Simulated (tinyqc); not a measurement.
Inside a calculation. Method: RKS/PBE0 in the sto-3g basis, for H4, spin multiplicity 1. Computed by tinyqc, a small Python program that keeps every step (integrals from PySCF). Settings: charge = 0, multiplicity = 1, basis = sto-3g, energy threshold = 1e-10, iteration cap = 70, orthogonalisation = symmetric, start = core, DIIS depth = 6, method = RKS, functional = pbe0, grid = [15, 26]. Command: `OMP_NUM_THREADS=1 python tinyqc.py 24373 24374 out.jsonl` (the two numbers bound the seeds that draw the settings). One thread of a shared host (Intel(R) Xeon(R) Processor @ 2.60GHz), about 0.5 s of CPU time with the checks. Later iterations appear only in the table of the cycle.

## One-electron integrals

Geometry (angstrom):
```
atom,x,y,z
H,0.000000,0.000000,0.000000
H,0.000000,0.000000,0.991000
H,0.000000,0.000000,3.384000
H,0.000000,0.000000,4.375000
```

Basis sto-3g: exponents (1/bohr^2) and contraction coefficients of normalised primitives:
```
element,l (shell),exponent,coefficient
H,s (1),3.425251,0.154329
H,s (1),0.623914,0.535328
H,s (1),0.168855,0.444635
```

Overlap, kinetic and nuclear-attraction integrals over the contracted functions; the nuclear repulsion is the sum of Za Zb / Rab.

nuclear repulsion = 1.72280888 hartree

overlap S:
```
,1H 1s,2H 1s,3H 1s,4H 1s
1H 1s,1.000000,0.501803,0.007853,0.000657
2H 1s,0.501803,1.000000,0.060360,0.007853
3H 1s,0.007853,0.060360,1.000000,0.501803
4H 1s,0.000657,0.007853,0.501803,1.000000
```

kinetic energy T (hartree):
```
,1H 1s,2H 1s,3H 1s,4H 1s
1H 1s,0.760032,0.114683,-0.003765,-0.000527
2H 1s,0.114683,0.760032,-0.011194,-0.003765
3H 1s,-0.003765,-0.011194,0.760032,0.114683
4H 1s,-0.000527,-0.003765,0.114683,0.760032
```

nuclear attraction V (hartree):
```
,1H 1s,2H 1s,3H 1s,4H 1s
1H 1s,-2.020927,-0.967219,-0.011340,-0.000887
2H 1s,-0.967219,-2.121099,-0.088686,-0.011340
3H 1s,-0.011340,-0.088686,-2.121099,-0.967219
4H 1s,-0.000887,-0.011340,-0.967219,-2.020927
```

core Hamiltonian H = T + V (hartree):
```
,1H 1s,2H 1s,3H 1s,4H 1s
1H 1s,-1.260895,-0.852536,-0.015105,-0.001415
2H 1s,-0.852536,-1.361067,-0.099880,-0.015105
3H 1s,-0.015105,-0.099880,-1.361067,-0.852536
4H 1s,-0.001415,-0.015105,-0.852536,-1.260895
```

## Two-electron integrals

Functions are numbered as in S; the eight-fold symmetry (ij|kl) = (ji|kl) = (kl|ij) leaves the list below.

Two-electron integrals (ij|kl) in chemists' order, unique and non-zero (hartree):
```
i,j,k,l,(ij|kl)
1,1,1,1,0.774606
2,1,1,1,0.313488
2,1,2,1,0.161633
2,2,1,1,0.480983
2,2,2,1,0.313488
2,2,2,2,0.774606
3,1,1,1,0.002524
3,1,2,1,0.001572
3,1,2,2,0.003838
3,1,3,1,0.000028
3,2,1,1,0.015206
3,2,2,1,0.009832
3,2,2,2,0.025521
3,2,3,1,0.000214
3,2,3,2,0.001778
3,3,1,1,0.156375
3,3,2,1,0.092453
3,3,2,2,0.220973
3,3,3,1,0.002524
3,3,3,2,0.025521
3,3,3,3,0.774606
4,1,1,1,0.000162
4,1,2,1,0.000102
4,1,2,2,0.000259
4,1,3,1,2.25e-06
4,1,3,2,0.000019
4,1,3,3,0.000259
4,1,4,1,1.96e-07
4,2,1,1,0.001597
4,2,2,1,0.000997
4,2,2,2,0.002524
4,2,3,1,0.000024
4,2,3,2,0.000214
4,2,3,3,0.003838
4,2,4,1,2.25e-06
4,2,4,2,0.000028
4,3,1,1,0.068668
4,3,2,1,0.039713
4,3,2,2,0.092453
4,3,3,1,0.000997
4,3,3,2,0.009832
4,3,3,3,0.313488
4,3,4,1,0.000102
4,3,4,2,0.001572
4,3,4,3,0.161633
4,4,1,1,0.120955
4,4,2,1,0.068668
4,4,2,2,0.156375
4,4,3,1,0.001597
4,4,3,2,0.015206
4,4,3,3,0.480983
4,4,4,1,0.000162
4,4,4,2,0.002524
4,4,4,3,0.313488
4,4,4,4,0.774606
```

## Orthogonalisation

S = U s U^T; symmetric (Loewdin) form X = U s^(-1/2) U^T, so that X^T S X = 1.

eigenvalues of S: 0.474640  0.519980  1.464343  1.541037

X:
```
,1H 1s,2H 1s,3H 1s,4H 1s
1H 1s,1.116621,-0.301054,0.010939,-0.003464
2H 1s,-0.301054,1.118484,-0.039312,0.010939
3H 1s,0.010939,-0.039312,1.118484,-0.301054
4H 1s,-0.003464,0.010939,-0.301054,1.116621
```

## Starting guess

The start is the orbitals of the core Hamiltonian; D = 2 C_occ C_occ^T.

D at the start:
```
,1H 1s,2H 1s,3H 1s,4H 1s
1H 1s,0.433242,0.634295,-0.028287,-0.039027
2H 1s,0.634295,0.930585,0.000999,-0.028287
3H 1s,-0.028287,0.000999,0.930585,0.634295
4H 1s,-0.039027,-0.028287,0.634295,0.433242
```

## Iteration 1: exchange-correlation on the grid

Becke grid with 15 radial and 26 angular points per atom, points of zero weight dropped. rho = sum D_ij phi_i phi_j; V_xc,ij = sum w v_xc phi_i phi_j plus the gradient terms; v_xc is d(rho eps)/d rho at fixed gradient. Exact exchange is left to K.

The 12 grid points with the largest w rho, of 1545 (bohr, atomic units):
```
x,y,z,w,rho,|grad rho|^2,eps_xc,v_xc
0.000000,0.000000,7.194833,0.089968,0.168173,0.026526,-0.361676,-0.472666
0.000000,0.000000,1.072719,0.089968,0.168173,0.026526,-0.361676,-0.472666
0.000000,-1.169038,6.394833,0.341904,0.043709,0.009264,-0.247092,-0.291084
1.169038,0.000000,6.394833,0.341904,0.043709,0.009264,-0.247092,-0.291084
-1.169038,0.000000,6.394833,0.341904,0.043709,0.009264,-0.247092,-0.291084
0.000000,1.169038,6.394833,0.341904,0.043709,0.009264,-0.247092,-0.291084
-1.169038,0.000000,1.872719,0.341904,0.043709,0.009264,-0.247092,-0.291084
0.000000,1.169038,1.872719,0.341904,0.043709,0.009264,-0.247092,-0.291084
1.169038,0.000000,1.872719,0.341904,0.043709,0.009264,-0.247092,-0.291084
0.000000,-1.169038,1.872719,0.341904,0.043709,0.009264,-0.247092,-0.291084
-0.826635,0.000000,1.046084,0.177439,0.076029,0.015431,-0.285240,-0.363675
0.826635,0.000000,1.046084,0.177439,0.076029,0.015431,-0.285240,-0.363675
```

electrons on the grid, sum of w rho = 4.005304

E_xc = sum of w rho eps_xc = -1.05080172 hartree

V_xc (hartree):
```
,1H 1s,2H 1s,3H 1s,4H 1s
1H 1s,-0.316840,-0.163035,-0.001601,-0.000116
2H 1s,-0.163035,-0.356350,-0.012502,-0.001601
3H 1s,-0.001601,-0.012502,-0.356350,-0.163035
4H 1s,-0.000116,-0.001601,-0.163035,-0.316840
```

## Iteration 1: building the Kohn-Sham matrix

J_ij = sum D_kl (ij|kl), K_ij = sum D_kl (ik|jl); F = H + J - 0.125 K + V_xc; E = tr D H + tr D J / 2 - 0.0625 tr D K + E_xc + E_nn.

Coulomb J (hartree):
```
,1H 1s,2H 1s,3H 1s,4H 1s
1H 1s,1.465694,0.798621,0.010962,0.000882
2H 1s,0.798621,1.717245,0.085597,0.010962
3H 1s,0.010962,0.085597,1.717245,0.798621
4H 1s,0.000882,0.010962,0.798621,1.465694
```

exchange K (hartree):
```
,1H 1s,2H 1s,3H 1s,4H 1s
1H 1s,0.883564,0.834816,0.015939,-0.004415
2H 1s,0.834816,1.189763,0.059631,0.015939
3H 1s,0.015939,0.059631,1.189763,0.834816
4H 1s,-0.004415,0.015939,0.834816,0.883564
```

Kohn-Sham matrix F (hartree):
```
,1H 1s,2H 1s,3H 1s,4H 1s
1H 1s,-0.222486,-0.321302,-0.007737,-0.000097
2H 1s,-0.321302,-0.148892,-0.034239,-0.007737
3H 1s,-0.007737,-0.034239,-0.148892,-0.321302
4H 1s,-0.000097,-0.007737,-0.321302,-0.222486
```

total energy of this density = -2.18807861 hartree

## Iteration 1: diagonalisation and new density

Diagonalise F' = X^T F X, C = X C', fill 2 alpha and 2 beta electrons from the bottom; D = 2 C_occ C_occ^T. Each column has its largest component positive (the first on a tie).

F' = X^T F X (hartree):
```
,1,2,3,4
1,-0.074855,-0.305890,0.012142,-0.003843
2,-0.305890,0.012609,-0.038586,0.012142
3,0.012142,-0.038586,0.012609,-0.305890
4,-0.003843,0.012142,-0.305890,-0.074855
```

orbital energies (hartree): MO1 -0.347266, MO2 -0.333756, MO3 0.242591, MO4 0.313940

coefficients C:
```
,MO1,MO2,MO3,MO4
1H 1s,0.442496,0.470084,-0.682525,-0.674527
2H 1s,0.363506,0.351354,0.701607,0.771664
3H 1s,0.363506,-0.351354,0.701607,-0.771664
4H 1s,0.442496,-0.470084,-0.682525,0.674527
```

D after iteration 1:
```
,1H 1s,2H 1s,3H 1s,4H 1s
1H 1s,0.833564,0.652032,-0.008632,-0.050352
2H 1s,0.652032,0.511173,0.017373,-0.008632
3H 1s,-0.008632,0.017373,0.511173,0.652032
4H 1s,-0.050352,-0.008632,0.652032,0.833564
```

## Iteration 2: exchange-correlation on the grid

As before.

The 12 grid points with the largest w rho, of 1545 (bohr, atomic units):
```
x,y,z,w,rho,|grad rho|^2,eps_xc,v_xc
0.000000,0.000000,7.467552,0.089945,0.165614,0.018235,-0.360226,-0.470713
0.000000,0.000000,0.800000,0.089945,0.165614,0.018235,-0.360226,-0.470713
0.000000,1.169038,8.267552,0.341798,0.040973,0.008052,-0.242546,-0.284985
0.000000,-1.169038,8.267552,0.341798,0.040973,0.008052,-0.242546,-0.284985
1.169038,0.000000,8.267552,0.341798,0.040973,0.008052,-0.242546,-0.284985
-1.169038,0.000000,8.267552,0.341798,0.040973,0.008052,-0.242546,-0.284985
0.000000,1.169038,0.000000,0.341798,0.040973,0.008052,-0.242546,-0.284985
-1.169038,0.000000,0.000000,0.341798,0.040973,0.008052,-0.242546,-0.284985
0.000000,-1.169038,0.000000,0.341798,0.040973,0.008052,-0.242546,-0.284985
1.169038,0.000000,0.000000,0.341798,0.040973,0.008052,-0.242546,-0.284985
0.000000,0.000000,1.072719,0.089968,0.152852,0.001262,-0.352452,-0.458905
0.000000,0.000000,7.194833,0.089968,0.152852,0.001262,-0.352452,-0.458905
```

electrons on the grid, sum of w rho = 4.005041

E_xc = sum of w rho eps_xc = -1.04395057 hartree

V_xc (hartree):
```
,1H 1s,2H 1s,3H 1s,4H 1s
1H 1s,-0.349794,-0.163471,-0.001453,-0.000103
2H 1s,-0.163471,-0.325269,-0.011057,-0.001453
3H 1s,-0.001453,-0.011057,-0.325269,-0.163471
4H 1s,-0.000103,-0.001453,-0.163471,-0.349794
```

## Iteration 2: building the Kohn-Sham matrix

As before.

Coulomb J (hartree):
```
,1H 1s,2H 1s,3H 1s,4H 1s
1H 1s,1.571104,0.788912,0.010043,0.000802
2H 1s,0.788912,1.570316,0.077136,0.010043
3H 1s,0.010043,0.077136,1.570316,0.788912
4H 1s,0.000802,0.010043,0.788912,1.571104
```

exchange K (hartree):
```
,1H 1s,2H 1s,3H 1s,4H 1s
1H 1s,1.137125,0.840701,0.016723,-0.003081
2H 1s,0.840701,0.941282,0.046806,0.016723
3H 1s,0.016723,0.046806,0.941282,0.840701
4H 1s,-0.003081,0.016723,0.840701,1.137125
```

Kohn-Sham matrix F (hartree):
```
,1H 1s,2H 1s,3H 1s,4H 1s
1H 1s,-0.181726,-0.332181,-0.008605,-0.000331
2H 1s,-0.332181,-0.233681,-0.039652,-0.008605
3H 1s,-0.008605,-0.039652,-0.233681,-0.332181
4H 1s,-0.000331,-0.008605,-0.332181,-0.181726
```

total energy of this density = -2.21454162 hartree

## Iteration 2: DIIS over 2 matrices

error matrix X^T (FDS - SDF) X:
```
,1,2,3,4
1,0.000000,0.143510,0.000397,0.000000
2,-0.143510,0.000000,0.000000,-0.000397
3,-0.000397,0.000000,0.000000,-0.143510
4,0.000000,0.000397,0.143510,0.000000
```

B (overlaps of the stored error matrices):
```
,1,2
1,1.8675749e-01,-1.2390913e-01
2,-1.2390913e-01,8.2381263e-02
```

Minimise |sum c_i e_i|^2 with sum c_i = 1: solve [B -1; -1 0][c; lambda] = [0; -1] with B_ij = tr e_i^T e_j, and take F = sum c_i F_i.

DIIS coefficients: 0.399047  0.600953

extrapolated F (hartree):
```
,1H 1s,2H 1s,3H 1s,4H 1s
1H 1s,-0.197991,-0.327840,-0.008259,-0.000238
2H 1s,-0.327840,-0.199846,-0.037492,-0.008259
3H 1s,-0.008259,-0.037492,-0.199846,-0.327840
4H 1s,-0.000238,-0.008259,-0.327840,-0.197991
```

## Iteration 2: diagonalisation and new density

As before.

F' = X^T F X (hartree):
```
,1,2,3,4
1,-0.044533,-0.305757,0.012041,-0.003990
2,-0.305757,-0.044320,-0.038317,0.012041
3,0.012041,-0.038317,-0.044320,-0.305757
4,-0.003990,0.012041,-0.305757,-0.044533
```

orbital energies (hartree): MO1 -0.359791, MO2 -0.341539, MO3 0.228631, MO4 0.294994

coefficients C:
```
,MO1,MO2,MO3,MO4
1H 1s,0.391001,0.423331,0.713275,-0.704809
2H 1s,0.414216,0.402799,-0.672915,0.746102
3H 1s,0.414216,-0.402799,-0.672915,-0.746102
4H 1s,0.391001,-0.423331,0.713275,0.704809
```

D after iteration 2:
```
,1H 1s,2H 1s,3H 1s,4H 1s
1H 1s,0.664182,0.664953,-0.017117,-0.052656
2H 1s,0.664953,0.667645,0.018656,-0.017117
3H 1s,-0.017117,0.018656,0.667645,0.664953
4H 1s,-0.052656,-0.017117,0.664953,0.664182
```

## Iteration 8 (converged): orbitals

converged F (hartree):
```
,1H 1s,2H 1s,3H 1s,4H 1s
1H 1s,-0.199660,-0.329053,-0.008309,-0.000164
2H 1s,-0.329053,-0.201572,-0.037740,-0.008309
3H 1s,-0.008309,-0.037740,-0.201572,-0.329053
4H 1s,-0.000164,-0.008309,-0.329053,-0.199660
```

As before.

F' = X^T F X (hartree):
```
,1,2,3,4
1,-0.045955,-0.306241,0.012034,-0.003895
2,-0.306241,-0.045796,-0.038483,0.012034
3,0.012034,-0.038483,-0.045796,-0.306241
4,-0.003895,0.012034,-0.306241,-0.045955
```

orbital energies (hartree): MO1 -0.361774, MO2 -0.343435, MO3 0.227645, MO4 0.294062

coefficients C:
```
,MO1,MO2,MO3,MO4
1H 1s,0.390844,0.423416,0.713361,-0.704758
2H 1s,0.414364,0.402710,-0.672824,0.746150
3H 1s,0.414364,-0.402710,-0.672824,-0.746150
4H 1s,0.390844,-0.423416,0.713361,0.704758
```

D after iteration 8:
```
,1H 1s,2H 1s,3H 1s,4H 1s
1H 1s,0.664081,0.664931,-0.017124,-0.053044
2H 1s,0.664931,0.667745,0.019045,-0.017124
3H 1s,-0.017124,0.019045,0.667745,0.664931
4H 1s,-0.053044,-0.017124,0.664931,0.664081
```

## Convergence

Stop when the energy changes by less than 1e-10 hartree and every element of the error matrix X^T (F D S - S D F) X is below 3e-06.

Course of the cycle:
```
iteration,E (hartree),change,largest element of the error matrix
1,-2.18807861,-,2.16e-01
2,-2.21454162,-2.65e-02,1.44e-01
3,-2.23495909,-2.04e-02,1.91e-04
4,-2.23495917,-7.36e-08,1.25e-05
5,-2.23495917,-1.41e-10,6.11e-06
6,-2.23495917,-2.48e-11,4.06e-06
7,-2.23495917,-8.55e-12,3.05e-06
8,-2.23495917,-1.10e-11,1.78e-08
```

PySCF RKS in the same basis, fine grid = -2.23176840 hartree

Converged in 8 iterations. The coarse grid moves the energy by -3.19e-03 hartree.

## Populations, bond orders and dipole

Mulliken: Z minus the diagonal of D S on the atom; Loewdin: the same with S^(1/2) D S^(1/2); Mayer order: 2 sum_s sum (D(s) S)_ij (D(s) S)_ji over the two atoms.

Charges (e):
```
atom,Mulliken,Loewdin
1H,0.002424,0.001954
2H,-0.002424,-0.001954
3H,-0.002424,-0.001954
4H,0.002424,0.001954
```

Mayer bond orders:
```
pair,order
2-1,0.996864
3-1,-3.04e-06
3-2,0.003134
4-1,0.003134
4-2,-3.04e-06
4-3,0.996864
```

dipole moment about the origin, x y z (debye): 0.000000  0.000000  0.000000
